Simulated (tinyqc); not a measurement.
Which single mass stands for the valley: donor in an ellipsoidal valley (Kohn-Luttinger variational method). Computed by tinyqc, a small Python program. Command: `OMP_NUM_THREADS=1 python tinyqc.py 3024803 3024804 out.jsonl kohnlutt walk`. One thread of a shared host (Intel(R) Xeon(R) Processor @ 2.30GHz), about 0.05 s of CPU time with the checks.

H = -(d^2/dx^2 + d^2/dy^2) - gamma d^2/dz^2 - 2/r in units built on m_t, with gamma = m_t/m_l and z along the valley axis. One valley; no valley-orbit or central-cell term.

Inputs (values chosen for the exercise, modelled on GaP): transverse mass m_t = 0.253 m_0; longitudinal mass m_l = 1.21 m_0; dielectric constant eps = 11.3.

Constants: Ry = 13.605693123 eV; a_0 = 0.529177210903 angstrom.

Method:
- Ry* = Ry m_t/eps^2, a* = a_0 eps/m_t, gamma = m_t/m_l.
- Trial function exp(-sqrt((x^2 + y^2)/a^2 + z^2/b^2)) with beta = b/a < 1: E = t/a^2 - u/a, t = (2 + gamma/beta^2)/3, u = 2 arcsin(sqrt(1 - beta^2))/sqrt(1 - beta^2); the best a is 2 t/u and E(beta) = -u^2/(4 t).
- Golden-section search on beta from 0.05 to 0.999, 60 steps.
- Gaussian basis: g = P exp(-al (x^2 + y^2) - be z^2) with P = 1 (s-like), z (2p0) or x (2p+-); al = 0.004 x 2.6^k, k = 0..11, and be/al = 1, gamma^(-1/2) or 1/gamma (36 functions); 1/r = (2/sqrt(pi)) int exp(-t^2 r^2) dt by 48 Gauss-Legendre points after t = sqrt(al_i + al_j) tan(theta); overlap eigenvalues below 1e-10 are dropped.
- A hydrogenic level is Ry m/eps^2 for one mass m; errors are against the Gaussian basis.

gamma = 0.209091

1s binding energy, Gaussian basis = 42.1955 meV

1s binding energy, trial function = 42.1394 meV

1s binding energy:
```
rule                                      mass (m_0)  binding (meV)  error (%)
transverse mass                               0.2530          26.96     -36.11
conductivity mass 3/(2/m_t + 1/m_l)           0.3436          36.61     -13.24
density-of-states mass (m_t^2 m_l)^(1/3)      0.4263          45.42       7.64
longitudinal mass                             1.2100         128.93     205.55
trial function with a and b                        -          42.14      -0.13
mass that fits 1s                             0.3960          42.20       0.00
```

What follows from these numbers?

The conductivity mass, which is what a spherical trial function (a = b) gives, falls short by 13.2 %, as a restricted variational bound must; the density-of-states mass is off by +7.6 %. The mass that fits lies between the two.

Extremes, crossings and ranges named in words are read from the listed rows.
